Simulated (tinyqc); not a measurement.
Current crowding under a contact, resistor ladder against the transmission-line model: effect of the sheet resistance.

A metal contact of length d and width W on a thin layer of the same width. The metal has no resistance, the sheet resistance under it equals Rsh, and current enters the layer at the front edge x = 0.

Transfer length Lt = sqrt(rc/Rsh); front resistance Rc = (Rsh Lt/W) coth(d/Lt); end resistance Re = (Rsh Lt/W)/sinh(d/Lt).

Inputs (values chosen for the exercise):
```
symbol,value,unit,meaning
rc,1.8e-8,ohm cm^2,specific contact resistivity
d,0.067,um,contact length
W,3.7,um,contact width
```

Result of one run:
```
Rsh (ohm/sq)	Lt (um)	d/Lt	Rc W (ohm um)	Re W (ohm um)
28	0.2535	0.2643	27.49	26.56
```

What becomes of these results when the sheet resistance of the semiconductor layer Rsh is changed from 28 to 420 ohm/sq, all else the same?

Result of the changed run:
```
Rsh (ohm/sq)	Lt (um)	d/Lt	Rc W (ohm um)	Re W (ohm um)
420	0.06547	1.023	35.65	22.69
```

The whole series:
```
Rsh (ohm/sq)	Lt (um)	d/Lt	Rc W (ohm um)	Re W (ohm um)
4.7	0.6189	0.1083	26.97	26.81
12	0.3873	0.1730	27.13	26.73
28	0.2535	0.2643	27.49	26.56
69	0.1615	0.4148	28.39	26.11
170	0.1029	0.6511	30.56	25.06
420	0.06547	1.023	35.65	22.69
1000	0.04243	1.579	46.19	18.27
2500	0.02683	2.497	68.00	11.12
```

Rc W rises from 27.0 to 68.0 ohm um while Re W falls from 26.8 to 11.1 ohm um; for Rsh going to zero both tend to rc/d = 26.9 ohm um. A larger Rsh shortens Lt and crowds the current to the front edge.

Computed by the program tinyqc: `OMP_NUM_THREADS=1 python tinyqc.py 2760122 2760123 out.jsonl`, one thread of a shared Intel Xeon 2.30GHz, about 0.01 s for the whole run.
